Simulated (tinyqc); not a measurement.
Energy and lattice constant: complex band structure along [001] in sp3s* tight binding.

For k = (0, 0, kz) the phase sums are g0 = cos(phi) and g3 = i sin(phi), phi = kz a/4, and the s, pz, s* orbitals of anion (a) and cation (c) decouple from px, py. With z = exp(i phi), H(z) = H0 + z T + T^T/z for any complex z. H0 is diagonal (Esa, Epa, Exa, Esc, Epc, Exc). The anion-cation block is B(z) = z U + W/z and the cation-anion block z W^T + U^T/z, where U has Vss/2 (s,s), Vsapc/2 (s,z), -Vscpa/2 (z,s), Vxx/2 (z,z), Vxapc/2 (s*,z), -Vpaxc/2 (z,s*), and W has the same values with the s-z and s*-z signs reversed. |z| = 1 is a band state, |z| < 1 decays along [001] as exp(-kappa d) over a distance d, kappa = -(4/a) ln|z|. No spin-orbit coupling.

Inputs chosen for the exercise (out of a larger set: near a published set for InP, fitted to gaps, whose masses and valley positions are rough (light masses up to twice too heavy); not measured data):
- p = (-8.519, 0.866, -1.478, 4.035, 8.245, 7.033, -5.373, 1.88, 4.223, 2.239, 5.527, 3.426, 4.48) eV (order Esa, Epa, Esc, Epc, Exa, Exc, Vss, Vxx, Vxy, Vsapc, Vscpa, Vxapc, Vpaxc)
- a = 5.866 angstrom (lattice constant)
- dE = 0.96 eV (E - Ev)

The slowest root of the s-pz block and the heavy-hole branch, sinh^2(kappa a/4) = ((E - Epa)(E - Epc) - Vxx^2)/(Vxx^2 - Vxy^2), at E = Ev + dE with Ev the lower root of [[Epa, Vxx], [Vxx, Epc]]; the couplings are kept when a changes. Each row changes one parameter from the base and keeps the others.

Results:

| case | slowest kappa (1/angstrom) | heavy-hole kappa (1/angstrom) |
|---|---|---|
| base | 0.0973 | 0.3375 |
| dE = 0.93 eV | 0.0984 | 0.3338 |
| a = 6.042 angstrom | 0.0944 | 0.3277 |

The largest shifts from the base row, up to three for each result and ties (the steps differ in size, so this ranks the rows, not the parameters). slowest kappa (1/angstrom): a -0.0028, dE +0.0012. heavy-hole kappa (1/angstrom): a -0.0098, dE -0.0038. With the couplings fixed, kappa a stays, so kappa scales as 1/a.

(tinyqc, `OMP_NUM_THREADS=1 python tinyqc.py 1452528 1452529 out.jsonl`, Intel(R) Xeon(R) Processor @ 2.30GHz, 1 thread, shared host, about 0.01 s.)
